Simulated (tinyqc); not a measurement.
Pillar capacitor in an array: capacitance, non-linearity, leakage and relaxation: cell against the aspect ratio.

A film between two metal electrodes, each interface adding a series capacitance ci. The small-signal permittivity is ek (1 + aq E^2); the field is found with the linear permittivity. Leakage J = J0 sinh(E/Ef). After a voltage step the film passes a relaxation current kr C V tt^(-nr), tt being the time in seconds. The sidewall is a coaxial capacitor with radii a = dm/2 and b = dm/2 + t, depth AR dm; the end face is left out.

Per length 1/c = ln(b/a)/(2 pi eps0 ek) + (1/a + 1/b)/(2 pi ci); cell capacitance c AR dm; per footprint over pt^2; fields c V/(2 pi eps0 ek r) at r = a and b; resistance of the inner electrode rho AR dm/(pi a^2); time constant R C/3 of the distributed line.

Parameters, values chosen for the exercise; permittivity of the order of that of strontium titanate:
```
symbol  value     unit                                                             meaning
ek        139                                            relative permittivity of the film
t          24       nm                                                      film thickness
ci       1000  uF/cm^2  capacitance of each electrode interface (dead layer and screening)
V         0.9        V                                                                bias
dm        110       nm                                              diameter of the pillar
pt        220       nm                                           pitch of the square array
rho       420  uohm cm                                  resistivity of the inner electrode
```

Constants: eps0 = 8.8541878128e-14 F/cm where lengths are in cm. Results are converted to the units shown.

The same in every row: field at a (MV/cm) = 0.44720; field at b (MV/cm) = 0.31134.

Result of one run:
```
AR  cell capacitance (fF)  per footprint (uF/cm^2)  R (kohm)  R C/3 (ps)
20                 46.493                   96.061   0.97229      15.068
```

What becomes of these results when the aspect ratio, depth over diameter AR is changed from 20 to 50, all else the same?

Result of the changed run:
```
AR  cell capacitance (fF)  per footprint (uF/cm^2)  R (kohm)  R C/3 (ps)
50                 116.23                   240.15    2.4307      94.177
```

The whole series:
```
AR   cell capacitance (fF)  per footprint (uF/cm^2)  R (kohm)  R C/3 (ps)
5                   11.623                   24.015   0.24307     0.94177
10                  23.247                   48.030   0.48615      3.7671
20                  46.493                   96.061   0.97229      15.068
30                  69.740                   144.09    1.4584      33.904
50                  116.23                   240.15    2.4307      94.177
70                  162.73                   336.21    3.4030      184.59
100                 232.47                   480.30    4.8615      376.71
```

As AR goes from 5 to 100, the cell capacitance rises from 11.6 to 232 fF, the capacitance per footprint rises from 24.0 to 480 uF/cm^2, the ratio of the two fields stays at 1.44 and R C/3 rises from 0.942 to 377 ps; the time constant goes as AR^(2.00) between the first two rows and AR^(2.00) between the last two.

Program tinyqc, `OMP_NUM_THREADS=1 python tinyqc.py 2102049 2102050 out.jsonl`; Intel Xeon 2.30GHz, shared host, one thread, about 0.01 s.
